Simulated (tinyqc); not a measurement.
# Deal-Grove kinetics of thermal oxidation of silicon, step by step

A worked calculation. Computed by tinyqc, a small Python program that keeps every step. Command: `OMP_NUM_THREADS=1 python tinyqc.py 3014173 3014174 out.jsonl oxide walk`. One thread of a shared host (Intel(R) Xeon(R) Processor @ 2.30GHz), about 0.08 s of CPU time with the checks. Intermediate numbers are printed to about 7 digits and carried at full precision; extremes and crossings named in words are read from the listed rows.

Oxidant diffuses through the oxide and reacts at the interface, so that dx/dt = B/(A + 2x) for the oxide thickness x.

Inputs (values chosen for the exercise, close to those used for silicon):
```
quantity                             value    unit
prefactor B0                           851  um^2/h
activation energy E_B                 1.23      eV
prefactor (B/A)0                  3.95e+06    um/h
activation energy E_A                 2.02      eV
temperature T                         1125       C
oxidant pressure p                    0.25     atm
pressure exponent m of B/A            0.79       -
initial oxide x_i                     0.01      um
time t                                0.16       h
ratio c of the extra rate to B/A       1.4       -
decay length L                      0.0062      um
```

Ambient: dry oxygen. Surface: (100). Extension: thin-film term.

Constants: k_B = 8.617333262e-05 eV/K.

## Rate constants

B = B0 p exp(-E_B/(k_B T)), B/A = (B/A)0 p^m exp(-E_A/(k_B T)), p in atm; A = B/(B/A). Temperatures in kelvin are T(C) + 273.15.

parabolic constant B = 0.007838008 um^2/h

linear constant B/A = 0.06913023 um/h

length A = 0.1133803 um

Reaction at the interface limits growth while x is well below A/2 = 0.0567 um, diffusion once x is well above it.

## Thickness after the oxidation

tau = (x_i^2 + A x_i)/B and x = (A/2) [sqrt(1 + 4 B (t + tau)/A^2) - 1], the root of x^2 + A x = B (t + tau). Silicon consumed is 0.44 times the oxide grown; the rate is B/(A + 2x).

tau = 0.1574129 h

oxide thickness x = 0.01881917 um

silicon consumed = 0.003880434 um

final growth rate = 0.05190092 um/h

2x/A = 0.332: reaction and diffusion both resist, diffusion with a share 2x/(A + 2x) = 0.25.

## Full law against its linear and parabolic limits

Linear limit x = (B/A)(t + tau); parabolic limit x = sqrt(B (t + tau)).

Thickness (um):
```
t (h)       full  linear limit  parabolic limit      2x/A
0.05   0.0128762      0.014338        0.0403200  0.227133
0.1    0.0156381      0.017795        0.0449177  0.275852
0.25   0.0233541      0.028165        0.0565093  0.411960
0.5    0.0347789      0.045447        0.0717831  0.613490
1      0.0541502      0.080012        0.0952461  0.955196
2      0.0851675      0.149142        0.1300378  1.502333
4      0.1325177      0.287403        0.1805155  2.337578
8      0.2024462      0.563924        0.2528594  3.571099
16     0.3036648      1.116966        0.3558678  5.356570
32     0.4485462      2.223049        0.5020459  7.912242
```

Both limits lie above the full result, since each drops one resistance. The linear law overshoots by 11 % in the first row and 400 % in the last, the parabolic law by 210 % and 12 %. The better limit switches between 1 and 2 h; both give the same value where B (t + tau) = A^2, at 2x/A = sqrt5 - 1 = 1.24.

## A single trial Runge-Kutta step of the thin-film equation

With f(x) = B/(A + 2x) + c (B/A) exp(-x/L) and h = L/(4 f(x_i)): k1 = f(x_i), k2 = f(x_i + h k1/2), k3 = f(x_i + h k2/2), k4 = f(x_i + h k3), x = x_i + h (k1 + 2 k2 + 2 k3 + k4)/6.

step h = 0.01985808 h

k1 to k4 (um/h): 0.07805386  0.07511223  0.07521777  0.07263679

x after the step = 0.01149383 um

## Thickness with the thin-film term

Thin-film (Massoud) form: dx/dt = B/(A + 2x) + c (B/A) exp(-x/L), integrated from x_i by fourth-order Runge-Kutta in 2000 steps, the i-th of length (2 i - 1) t/2000^2.

thickness with the thin-film term = 0.02016307 um

The extra term adds 1.34 nm to the Deal-Grove value.

## What the thin-film term adds

The formulas are those given above.

Thickness:
```
t (h)  Deal-Grove (um)  with the term (um)  difference (nm)
0.02         0.0111651           0.0115041         0.339022
0.05         0.0128762           0.0135867         0.710520
0.1          0.0156381           0.0167354         1.097324
0.3          0.0257658           0.0272911         1.525367
1            0.0541502           0.0554223         1.272059
3            0.1105271           0.1113746         0.847563
10           0.2311078           0.2316011         0.493279
30           0.4327869           0.4330771         0.290196
```

The gain reaches at most 1.53 nm among these rows, at 0.3 h, and then shrinks, because the thicker film grows more slowly once diffusion matters. If the base rate kept its starting value B/(A + 2 x_i), the gain would level off at L ln(1 + c (1 + 2 x_i/A) exp(-x_i/L)) = 1.76 nm.

Checks made by the program: closed form against Runge-Kutta integration of dx/dt (relative difference below 1e-10).
